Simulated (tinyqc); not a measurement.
## Bandgap voltage reference from two bipolar transistors: output against temperature

Two transistors of area 1 and N carry the same current I. Is(T) = Is (T/T0)^eta exp[(Vg0 q/kB)(1/T0 - 1/T)], VBE1 = Vt ln(I/Is(T)) + I rb, VBE2 = Vt ln(I/(N Is(T))) + I rb/N. The amplifier forces I R1(T) = VBE1 - VBE2 + Vos, with R(T) = R (1 + tc (T - T0)) for both resistors, and the output is Vref = VBE1 + I R2(T). Base currents and the Early effect are neglected.

Vt = kB T/q; I = (Vt ln N + Vos)/(R1(T) - rb (1 - 1/N)).

Inputs (values chosen for the exercise); values of the order met in silicon bipolar transistors: reference temperature T0 = 300 K; band-gap voltage extrapolated to 0 K Vg0 = 1.17 V; temperature exponent of the saturation current eta = 3.2; saturation current of the unit transistor at T0 Is = 7.1e-18 A; area ratio of the second transistor N = 10; resistor across which the difference of VBE falls, at T0 R1 = 13 kohm; temperature coefficient of both resistors tc = 0 ppm/K; offset of the amplifier Vos = 0 mV; series resistance of the unit transistor rb = 45 ohm; output resistor at T0 R2 = 117.4 kohm.

Constants: q = 1.602176634e-19 C, kB = 1.380649e-23 J/K. Results are converted to the units shown.

Results:
```
T (K),I (uA),VBE1 (V),I R2 (V),Vref (V),Vref - Vref(T0) (mV),dVref/dT (uV/K)
218,3.3378,0.84404,0.39185,1.2359,-6.6249,112.67
233,3.5674,0.81867,0.41882,1.2375,-5.0306,100.05
253,3.8737,0.78456,0.45477,1.2393,-3.1879,84.437
273,4.1799,0.75015,0.49072,1.2409,-1.6452,70.014
298,4.5626,0.70675,0.53565,1.2424,-0.10553,53.402
323,4.9454,0.66296,0.58059,1.2436,1.0361,38.130
373,5.7110,0.57429,0.67047,1.2448,2.2440,10.844
398,6.0937,0.52947,0.71540,1.2449,2.3597,-1.4548
423,6.4765,0.48435,0.76034,1.2447,2.1775,-13.004
```

Estimate the missing row, T = 348 K.

Computed row:
```
T (K),I (uA),VBE1 (V),I R2 (V),Vref (V),Vref - Vref(T0) (mV),dVref/dT (uV/K)
348,5.3282,0.61880,0.62553,1.2443,1.8104,23.996
```

With this row back in the table: VBE1 falls by 1.75 mV/K on average and I R2 rises by 1.80 mV/K. The slope of Vref vanishes at T = 395 K. Between 233 and 398 K Vref spans 7.39 mV, or 36.1 ppm/K by the box method (span over the average over T, over 165 K).

Computed by the program tinyqc: `OMP_NUM_THREADS=1 python tinyqc.py 2062163 2062164 out.jsonl`, one thread of a shared Intel Xeon 2.30GHz, about 0.02 s for the whole run.
